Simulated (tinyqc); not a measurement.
Worked calculation: Hubbard ring of 6 sites. One step of it, computed by the program tinyqc.

Task: Mean-field iteration 2. H(up) = T + U n(down), H(down) = T + U n(up); fill the lowest levels; n(new) = n + mixing (n(out) - n); E = tr T (rho up + rho down) + U sum n_up n_down of the output.

one-body matrix (hopping and site energies) (eV), lower triangle:
```
           1          2          3          4          5         6
1  -0.300000
2  -1.220000  -0.040000
3   0.000000  -1.220000   0.280000
4   0.000000   0.000000  -1.220000   0.520000
5   0.000000   0.000000   0.000000  -1.220000  -0.510000
6  -1.220000   0.000000   0.000000   0.000000  -1.220000  0.090000
```

U = 3.100000 eV

electrons, up and down: 3  3

mixing = 1

n(up) after iteration 1: 1 0.854754, 2 0.168435, 3 0.827744, 4 0.132478, 5 0.873969, 6 0.142621

n(down) after iteration 1: 1 0.192817, 2 0.830468, 3 0.162038, 4 0.781809, 5 0.226887, 6 0.805980

Give: levels, up; levels, down; energy; n(up) after iteration 2; n(down) after iteration 2.

Result:

levels, up (eV): -1.1723  -0.2598  0.0719  3.1215  3.3000  4.2786

levels, down (eV): -1.0763  -0.0832  0.1671  2.9312  3.1874  4.2137

energy = -5.0593 eV

n(up) after iteration 2: 1 0.8011, 2 0.2244, 3 0.7672, 4 0.1873, 5 0.8171, 6 0.2029

n(down) after iteration 2: 1 0.2473, 2 0.7774, 3 0.2107, 4 0.7278, 5 0.2778, 6 0.7590
